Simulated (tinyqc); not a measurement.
# From gap narrowing back to dielectric constant eps

Model: heavy doping: band filling, gap narrowing, band tails and the effective intrinsic density. Computed by tinyqc, a small Python program. Command: `OMP_NUM_THREADS=1 python tinyqc.py 3009773 3009774 out.jsonl gapnarrow inv`. One thread of a shared host (Intel(R) Xeon(R) Processor @ 2.30GHz), about 0.09 s of CPU time with the checks.

An n-type crystal above its Mott density, with all dopants ionised: n = N_D - N_A, ionised centres N_I = N_D + N_A. Valleys are taken as spherical with mass m_e.

Inputs (values chosen for the exercise, modelled on CdTe):
```
quantity                      value   unit
gap E_g                        1.57     eV
electron mass m_e            0.0942    m_0
valleys M_c                       1      -
donor density N_D           1.8e+19  cm^-3
compensation ratio N_A/N_D      0.3      -
temperature T                   150      K
```

Conduction band: non-parabolic (Kane).

Constants: a_0 = 0.529177210903 angstrom; Ry = 13.605693123 eV; k_B = 8.617333262e-05 eV/K; hbar^2/(2 m_0) = 3.80998212 eV angstrom^2; e = 1.602176634e-19 C; eps_0 = 8.8541878128e-12 F/m; e^2/(4 pi eps_0) = 14.39964548 eV angstrom.

Method:
- n = N_D (1 - ratio); Ry* = Ry m_e/eps^2, a* = a_0 eps/m_e; r_s = (3/(4 pi n))^(1/3)/a*; k_F = (3 pi^2 n/M_c)^(1/3); Mott density (0.26/a*)^3.
- n = M_c (1/(2 pi^2)) (m_e/(hbar^2/2m_0))^(3/2) int sqrt(E (1 + aE)) (1 + 2 aE) f dE with a = (1 - m_e)^2/E_g, f = 1/(1 + exp((E - E_F)/k_B T)); trapezoid rule in t = sqrt(E/k_B T), step 0.02 up to 12; E_F by bisection from the band edge.
- At T = 0, E_F (1 + a E_F) = (hbar^2/2m_0) k_F^2/m_e; dn/dE_F uses f (1 - f)/k_B T in place of f.
- Screening: q^2 = (e/(eps eps_0)) dn/dE_F. Exchange lowers the conduction band by (1/pi) k_F e^2/(4 pi eps_0 eps) (T = 0 Hartree-Fock at k_F, taken as a rigid shift). Screening raises the valence band by (q/2) e^2/(4 pi eps_0 eps) (static Coulomb hole). The narrowing is the sum; electron correlation and carrier-ion shifts are left out. Root-mean-square potential of randomly placed ions: V_rms = (e^2/(4 pi eps_0 eps)) sqrt(2 pi N_I/q).

Problem. A run gave the result below. Find the dielectric constant eps, known to lie between 5.6 and 19.

gap narrowing = 61.47411 meV

Solution.

Each step takes the trial c = (a f_b - b f_a)/(f_b - f_a), f being the result less the target and a, b, c the logarithms of the listed values; c replaces end b, the old b replaces a if the sign of f changed, and otherwise f_a is halved.

Scan of the range:
```
dielectric constant eps  gap narrowing (meV)
5.60                                 134.765
6.86                                 104.038
8.41                                  80.445
10.30                                 62.440
12.60                                 48.660
15.50                                 37.758
19.00                                 29.502
```

False position (Illinois rule, in the logarithm of the input) inside the bracket:
```
step    end a    end b    trial  gap narrowing (meV)
1     10.3000  12.6000  10.4466              61.3531
2     10.3000  10.4466  10.4170              61.5693
3     10.4466  10.4170  10.4300              61.4740
4     10.4170  10.4300  10.4300              61.4741
5     10.4170  10.4300  10.4300              61.4741
6     10.4300  10.4300  10.4300              61.4741
```

gap narrowing falls at every point of a 13-point scan of the range (every second point is shown), so one value fits; it is bracketed by 10.3 and 12.6. Answer: dielectric constant eps = 10.43.

Caution: the screening length is well below a*, where static Thomas-Fermi screening overstates the Coulomb hole.
